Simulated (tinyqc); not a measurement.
Kink density above f_c: Frenkel-Kontorova chain: a misfit dislocation (kink) in a monolayer on a periodic substrate. Computed by tinyqc, a small Python program. Command: `OMP_NUM_THREADS=1 python tinyqc.py 3018588 3018589 out.jsonl fkchain walk`. One thread of a shared host (Intel(R) Xeon(R) Processor @ 2.30GHz), about 0.02 s of CPU time with the checks.

E = sum_j [(k/2)(x_(j+1) - x_j - b)^2 + (W/2)(1 - cos(2 pi x_j/a))], x_j = a (j + u_j). A kink takes u from 0 to 1: the chain is stretched by one period and has one atom fewer than wells.

Inputs (values chosen for the exercise, for a model overlayer): spring constant k = 9.55 eV/angstrom^2; substrate period a = 3.98 angstrom; corrugation W = 12.6 eV; misfit f = (b - a)/a = 0.27; atomic mass M = 39.1 u.

Constants: nu for 1 eV/(angstrom^2 u) = 15.6333042 THz.

Method. l0 = sqrt(k a^2/(2 W)); kink u(j) = (2/pi) arctan exp(pi j/l0); kink energy at f = 0: E0 = (4/pi) W l0; with misfit E0 - k a^2 f; kinks become favourable at f_c = 2/(pi l0), and a coherent chain with free ends loses stability at f_m = 1/l0. Lowest vibration of the flat chain: nu0 = 15.6333042 THz x sqrt(2 pi^2 W/(a^2 M)). Frank and van der Merwe: the modulus q solves f = 2 E(q)/(pi l0 q), and the kinks per atom are pi/(2 l0 q K(q)), with the complete elliptic integrals K and E; strain left = f - density (for f above f_c = 2/(pi l0)).

critical misfit f_c = 0.259834

kink width l0 = 2.45010

Continuum ground state:
```
f             q  kinks per atom  strain left
0.2611  0.99903         0.14230      0.11880
0.2650  0.99532         0.17273      0.09227
0.2728  0.98672         0.20188      0.07092
0.2858  0.97076         0.23254      0.05326
0.3118  0.93622         0.27621      0.03559
0.3638  0.86543         0.34381      0.01999
0.4417  0.76736         0.43118      0.01052
0.5716  0.63534         0.56688      0.00472
```

What follows from these numbers?

0.49 % above f_c the density is already 0.55 of f: kinks repel only exponentially, so they flood in, as 1/|ln(f - f_c)|. At 2.2 f_c they take up 99.2 % of the misfit and the layer floats nearly free. Caution: a corrugation above 1 eV is larger than real overlayers usually show; it is chosen to keep the kink narrow. Caution: for l0 below about 3 the kink spans few atoms, and the continuum kink energy is off by about 2 per cent or more.
